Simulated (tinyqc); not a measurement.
# Polarisation charge from two barrier thicknesses

Question. Voff = phiB - dEc - q sigma d/(eps0 eb). Find sigma, phiB - dEc and the thickness at which Voff = 0.

Constants: q = 1.602176634e-19 C, eps0 = 8.8541878128e-14 F/cm where lengths are in cm. Results are converted to the units shown.

Voff at d = 14 and 39 nm (V): -3.5700065  -11.234482
eb = 9.365

Answer. Voff is a straight line in d: its slope is -q sigma/(eps0 eb) and its intercept phiB - dEc.

sigma = 1.59e13 cm^-2
phiB - dEc = 0.722 V
thickness for Voff = 0 = 2.36 nm

Numbers from tinyqc (`OMP_NUM_THREADS=1 python tinyqc.py 2180162 2180163 out.jsonl`; about 0.01 s on one thread of a shared Intel Xeon 2.30GHz).
